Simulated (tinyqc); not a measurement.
Changing the preheat temperature T0: millisecond and nanosecond annealing: surface heating, thermal budget and solid-phase regrowth. Computed by tinyqc, a small Python program. Command: `OMP_NUM_THREADS=1 python tinyqc.py 3014713 3014714 out.jsonl flash sweep`. One thread of a shared host (Intel(R) Xeon(R) Processor @ 2.30GHz), about 0.03 s of CPU time with the checks.

A square pulse heats the surface of a thick wafer with constant thermal properties; losses by radiation are neglected and silicon melts at 1414 C.

Inputs (values chosen for the exercise, modelled on hot silicon with arsenic):
```
quantity                      value        unit
incident fluence              0.465      J/cm^2
pulse length t_p            1.5e-07           s
reflectance R                  0.31           -
thermal conductivity k         0.28    W/(cm K)
heat capacity per volume c     2.33  J/(cm^3 K)
dopant prefactor D0            10.9      cm^2/s
dopant activation energy E     3.96          eV
regrowth prefactor v0       5.7e+08        cm/s
regrowth energy E_v            2.72          eV
```

Source: pulsed laser.

Constants: k_B = 8.617333262e-05 eV/K.

Method:
- Absorbed flux q = (1 - R) fluence/t_p; kappa = k/c. With f(z, t) = (2 q/k) sqrt(kappa t) ierfc(z/(2 sqrt(kappa t))), ierfc(x) = exp(-x^2)/sqrt(pi) - x erfc(x): T = T0 + f(z, t) during the pulse and T0 + f(z, t) - f(z, t - t_p) after it.
- At the surface the rise at the end of the pulse is 2 q sqrt(t_p/(pi k c)); the fluence that just melts the surface scales with (1414 - T0).
- Temperatures in kelvin are T(C) + 273.15.
- Integrate exp(-E/(k_B T(t))) at the surface from 0 to 10 t_p (Gauss-Legendre, 60 points in sqrt(t) up to t_p and 60 in sqrt(t - t_p) after it). (Dt) = D0 x integral with E; regrowth = v0 x integral with E_v; effective time = integral/exp(-E/(k_B T_peak)).

One run for each value; columns: (1) preheat temperature T0 (C); (2) peak temperature (C); (3) diffusion length 2 sqrt(Dt) (nm); (4) effective time over t_p; (5) fluence at the melting threshold (J/cm^2):
```
(1)     (2)        (3)       (4)      (5)
25   1182.3  0.0009780  0.075368  0.55809
50   1207.3  0.0012983  0.077928  0.54804
75   1232.3  0.0017078  0.080531  0.53800
100  1257.3  0.0022271  0.083176  0.52795
150  1307.3  0.0036958  0.088596  0.50786
200  1357.3  0.0059515  0.094189  0.48777
250  1407.3  0.0093245  0.099956  0.46768
```

What does the table show, and why?

Over the rows, peak temperature (C) rises from 1180 to 1410; diffusion length 2 sqrt(Dt) (nm) rises from 9.78e-4 to 0.00932; effective time over t_p rises from 0.0754 to 0.1000. At fixed fluence the rise is fixed, so the peak follows T0 one to one and the diffusion length follows it exponentially.

Caution (all rows): cold silicon conducts heat several times better than the constant k used here, so the real melting fluence is higher. Caution (all rows): equilibrium diffusivities are used; implant damage enhances diffusion, and k and c vary with temperature. Caution (all rows): a diffusion length below the atomic spacing of 0.235 nm means about one jump per atom or fewer, so the profile does not change measurably.

Extremes, crossings and ranges named in words are read from the listed rows.
